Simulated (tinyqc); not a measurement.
What each parameter does: ellipsoidal valleys in the axes of a wafer and a channel.

Valleys with axes a along x, y and z, one whole valley each; inverse mass tensor w = 1/mt + (1/ml - 1/mt) a a. Device axes: z = nz/|nz|, x = nx/|nx|, y = z cross x; in them a = (ax, ay, az). Confinement mass mz = 1/w_zz. In the plane w_ij is replaced by u_ij = w_ij - w_iz w_jz/w_zz (i, j = x, y); density-of-states mass md = 1/sqrt(det u); conductivity mass along x mc = 1/u_xx; ballistic transport mass mx = u_yy/det u, width mass my = 1/u_yy.

Hard walls: E_n = c (n pi/t)^2/mz, c = hbar^2/2m0, n = 1, 2, 3. Non-degenerate share of a valley proportional to md sum_n exp(-E_n/kT); mean 1/mc = sum of share/mc. 1 nm = 10 angstrom.

Constants: hbar^2/2m0 = 3.80998211 eV angstrom^2; kB = 8.617333262e-05 eV/K.

Inputs chosen for the exercise (near those of the X valleys of AlAs; not measured data):
```
symbol  value       unit  meaning
ml      1.11        m0    longitudinal mass
mt      0.203       m0    transverse mass
nz      (1, 1, 3)         surface normal (confinement)
nx      (1, -1, 0)        channel direction
t       6.2         nm    thickness of the film
T       300         K     temperature
```

Lowest E1, its share and the mean conductivity mass.

One parameter was then changed.

Results before and after:
```
case,lowest E1 (meV),share,mean mc (m0)
base,15.97,0.5118,0.2588
changed,15.97,0.5361,0.2553
```

Which of these changes was made? (a) t = 6.82 nm; (b) ml = 0.999 m0; (c) mt = 0.183 m0; (d) T = 270 K.
Answer: (d) T = 270 K. Of the candidates, run in turn, only this one gives the changed row.

All candidates:
```
case,lowest E1 (meV),share,mean mc (m0)
base,15.97,0.5118,0.2588
ml = 0.999 m0,16.77,0.5074,0.2575
mt = 0.183 m0,16.93,0.5399,0.2310
t = 6.82 nm,13.20,0.4761,0.2641
T = 270 K,15.97,0.5361,0.2553
```

Program tinyqc; command `OMP_NUM_THREADS=1 python tinyqc.py 1880318 1880319 out.jsonl`; about 0.01 s on one thread of a shared Intel(R) Xeon(R) Processor @ 2.30GHz.
